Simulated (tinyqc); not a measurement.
# Composition from the perpendicular lattice constant

Question. The layer is x parts of the first compound and 1 - x of the second, grown coherently on the second as substrate and barrier. Rows of the table: lattice constant a, average valence level Ea on an absolute scale, spin-orbit splitting so, gaps at Gamma, X and L, hydrostatic deformation potentials av and ac (Gamma), shear potential b, elastic constants, electron and heavy-hole (along z) masses. All are interpolated linearly in x; gaps get -C x (1 - x), taken wholly in the conduction band; real line-ups can differ from this model by 0.1 eV or more. In-plane strain e = (a_substrate - a)/a, e_z = -2 (c12/c11) e, volume change 2 e + e_z. X-ray diffraction gives a_z = a (1 + e_z) of the coherent layer. Find x, e and the relaxed Gamma gap.

Inputs (values chosen for the exercise): bowing of the Gamma gap CG = 0.19 eV; bowing of the X gap CX = 0.24 eV; bowing of the L gap CL = 0.16 eV.

Binary compounds, values chosen for the exercise:

|  | close to GaP | close to GaAs |
|---|---|---|
| a (angstrom) | 5.451 | 5.653 |
| Ea (eV) | -7.4 | -6.92 |
| so (eV) | 0.0801 | 0.337 |
| EG (eV) | 2.75 | 1.42 |
| EX (eV) | 2.28 | 1.93 |
| EL (eV) | 2.59 | 1.72 |
| av (eV) | 1.68 | 1.17 |
| ac (eV) | -7.19 | -7.21 |
| b (eV) | -1.8 | -1.72 |
| c11 (GPa) | 139 | 119 |
| c12 (GPa) | 62.6 | 53.2 |
| me (m0) | 0.128 | 0.0668 |
| mh (m0) | 0.328 | 0.352 |

lattice constant along the growth direction = 5.55725363 angstrom

Answer. a_z changes steadily with x, about (1 + 2 c12/c11) times as fast as the relaxed lattice constant, so one composition matches.

x = 0.2500
e = 0.9014 %
relaxed Gamma gap = 1.717 eV

Program tinyqc, `OMP_NUM_THREADS=1 python tinyqc.py 2690166 2690167 out.jsonl`; Intel Xeon 2.30GHz, shared host, one thread, about 0.01 s.
